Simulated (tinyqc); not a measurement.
Length of a polyene: Hueckel, PPP and singles CI along the polyenes. Computed by the program tinyqc. Command: `OMP_NUM_THREADS=1 python tinyqc.py 110157 110158 out.jsonl`; one thread of a shared host (Intel(R) Xeon(R) Processor @ 2.60GHz), about 0.08 s.

All-trans chains of carbon centres 1.40 angstrom apart:
```
parameter                               value
beta (eV), times 1 +/- alternation  -2.590000
alternation                          0.050000
W (eV)                              11.160000
gamma_rr (eV)                       10.090000
repulsion formula                        Ohno
```

Hueckel uses the same beta without repulsion; CIS keeps all single excitations and so misses the low, doubly excited 2Ag state. W is the valence ionisation energy of a centre, MN the Mataga-Nishimoto formula, f the oscillator strength.

Gaps and excitations (eV):
```
centres  Hueckel gap  PPP orbital gap  bright singlet (CIS)      f  lowest triplet (CIS)
2              5.439           12.642                 6.883  0.590                 3.995
4              3.509            9.913                 5.326  1.114                 2.776
6              2.630            8.530                 4.431  1.575                 2.194
8              2.132            7.703                 3.856  1.989                 1.876
10             1.813            7.159                 3.459  2.363                 1.685
12             1.592            6.779                 3.172  2.707                 1.561
```

The Hueckel gap tends to 4 x alternation x |beta| = 0.52 eV for long chains. Exchange opens the PPP orbital gap, and the attraction of electron and hole brings the bright state 3.61 eV below it at 12 centres; the triplet lies 1.61 eV lower still.
